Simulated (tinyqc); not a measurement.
From results back to parameters: deep level as a short-range spherical well. Three cases, with inputs chosen for the exercise.

Problem. Emission rates at T and T2 were computed from hidden Et and sn.

Thermal emission e = sn v Nc exp(-Et/kB T), v = sqrt(6 c kB T/m)/hbar, Nc = 2 gv (m kB T/(4 pi c))^(3/2), c = hbar^2/2m0, one mass for both, degeneracy ratio 1; 1 angstrom = 1e-8 cm.

Constants: hbar^2/2m0 = 3.80998211 eV angstrom^2; kB = 8.617333262e-05 eV/K; hbar = 6.58211957e-16 eV s.

Find: Et; sn.

Method. v Nc goes as T^2, so ln(e/T^2) against 1/T has slope -Et/kB; the intercept gives sn.

Case 1.

Values chosen (near those of Si; shifted at random, so the results belong to these values and not to a real crystal): m = 0.255 m0 (mass); gv = 6 (valleys); T = 350 K (temperature); T2 = 390 K (second temperature).

e(T), e(T2) (1/s): 1.306157e+07  3.318119e+07

Solution.

Et = 0.211 eV
sn = 0.23 x 1e-16 cm^2

Case 2.

Values chosen (near those of 4H SiC; shifted at random, so the results belong to these values and not to a real crystal): m = 0.397 m0 (mass); gv = 3 (valleys); T = 350 K (temperature); T2 = 390 K (second temperature).

e(T), e(T2) (1/s): 10125.91  62424.61

Solution.

Et = 0.471 eV
sn = 1.3 x 1e-16 cm^2

Case 3.

Values chosen (near those of InP; shifted at random, so the results belong to these values and not to a real crystal): m = 0.084 m0 (mass); gv = 1 (valleys); T = 350 K (temperature); T2 = 390 K (second temperature).

e(T), e(T2) (1/s): 9665898  2.539284e+07

Solution.

Et = 0.220 eV
sn = 4.3 x 1e-16 cm^2

Computed by tinyqc, one run a case: `OMP_NUM_THREADS=1 python tinyqc.py N N+1 out.jsonl` with N = 1280444, 1280754, 1280818; one thread of a shared Intel(R) Xeon(R) Processor @ 2.30GHz, about 0.01 s a run at most.
